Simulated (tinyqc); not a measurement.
Charge control and current of a heterostructure field-effect transistor: one step, computed by the program tinyqc.

Two subbands in a triangular well; E_F is counted from the conduction band edge of the channel at the interface.

Task: Threshold and barrier capacitance. Threshold V_T = phi_B - dE_c - sigma d/(eps eps_0) (in volts); C_b = eps eps_0/d.

Inputs (values chosen for the exercise, modelled on AlGaN/GaN):
```
quantity                                  value    unit
permittivity eps (barrier and channel)     9.63       -
barrier thickness d                         8.7      nm
Schottky barrier phi_B                      1.1      eV
conduction band offset dE_c                0.48      eV
polarisation charge sigma/e             1.7e+13  1/cm^2
```

Charge source: polarisation. Velocity law: two-piece.

Constants: e = 1.602176634e-19 C; eps_0 = 8.8541878128e-12 F/m.

Give: threshold voltage V_T; barrier capacitance C_b.

Result:

threshold voltage V_T = -2.1591 V

barrier capacitance C_b = 0.98007 microfarad/cm^2

The device is normally on.
